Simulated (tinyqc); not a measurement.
# Free and trapped electrons in a MOS channel with a dense trap tail: effect of the temperature

p-type body, charge-sheet picture, full ionisation (an idealisation for deep acceptors), Boltzmann statistics for free electrons. e = Ec - EF at the surface. Acceptor-like traps of density D(E) = D0 + De exp(-E/Ew) at depth E below Ec, from 0 to Eu, hold n_t = integral of D(E)/(1 + exp((e - E)/Vt)). psi = Eg - Vt ln(Nv/Na) - e; N_dep = sqrt(2 eps0 eps_r Na (psi - Vt)/q); n_f = sqrt(N_dep^2 + 2 eps0 eps_r Vt Nc exp(-e/Vt)/q) - N_dep; Vg = Vfb + psi + q (N_dep + n_t + n_f)/Cox, Cox = eps0 eox/tox.

Nc and Nv are given at 300 K and scale as (T/300 K)^1.5; Eg, Vfb and mf are held fixed. VT is the Vg for n_f = 1e11 cm^-2; swing ln 10 n_f/(dn_f/dVg) at n_f = 1e8 cm^-2; the last three columns are for Vg = VT + 3.2 V, with free share n_f/(n_f + n_t) and field-effect mobility mf q (dn_f/dVg)/Cox; there EF is near the band edge, where Boltzmann statistics are rough.

Parameters, values chosen for the exercise; band and dielectric values close to those of silicon: band gap Eg = 1.14 eV; relative permittivity eps_r = 11.8; conduction-band density of states at the reference temperature Nc = 2.77e19 cm^-3; valence-band density of states at the reference temperature Nv = 2.67e19 cm^-3; relative permittivity of the insulator eox = 3.9; insulator thickness tox = 40 nm; acceptor density Na = 6.5e16 cm^-3; flat-band voltage without trapped charge Vfb = -0.7 V; constant background density of acceptor-like traps D0 = 3.1e10 cm^-2 eV^-1; density of the tail at the conduction edge De = 4.7e12 cm^-2 eV^-1; decay energy of the tail Ew = 0.1 eV; depth below Ec down to which the traps reach Eu = 0.8 eV; mobility of free electrons mf = 130 cm^2/(V s).

Constants: q = 1.602176634e-19 C, kB = 1.380649e-23 J/K, Vt = kB T/q, eps0 = 8.8541878128e-14 F/cm where lengths are in cm. Results are converted to the units shown.

Results:
columns A: T (K); B: e at VT (eV); C: VT (V); D: q n_t/Cox at VT (V); E: swing (mV/decade); F: n_f (cm^-2); G: free share (%); H: field-effect mobility (cm^2/(V s))
```
A          B      C       D      E         F      G      H
200  0.04945  2.766  0.5917  146.5  1.622e12  77.81  125.2
250  0.07447  2.548  0.4816  151.9  1.576e12  78.38  122.9
300   0.1020  2.335  0.3859  162.0  1.543e12  79.41  120.7
350   0.1318  2.129  0.3058  178.9  1.521e12  80.76  118.9
450   0.1975  1.734  0.1881  242.3  1.497e12  83.93  116.4
500   0.2333  1.538  0.1467  304.5  1.488e12  85.56  115.6
550   0.2711  1.340  0.1141  459.2  1.480e12  87.14  115.0
```

Estimate the missing row, T = 400 K.

Computed row:
columns A: T (K); B: e at VT (eV); C: VT (V); D: q n_t/Cox at VT (V); E: swing (mV/decade); F: n_f (cm^-2); G: free share (%); H: field-effect mobility (cm^2/(V s))
```
A         B      C       D      E         F      G      H
400  0.1637  1.930  0.2405  204.4  1.507e12  82.31  117.5
```

With this row back in the table: As T goes from 200 to 550, VT falls from 2.77 to 1.34 V, its part due to traps falls from 0.592 to 0.114 V, the swing rises from 146 to 459 mV/decade and the field-effect mobility falls from 125 to 115 cm^2/(V s). On heating the same n_f is reached with EF deeper in the gap, where fewer tail states are filled.

Computed by the program tinyqc: `OMP_NUM_THREADS=1 python tinyqc.py 2222210 2222211 out.jsonl`, one thread of a shared Intel Xeon 2.30GHz, about 0.02 s for the whole run.
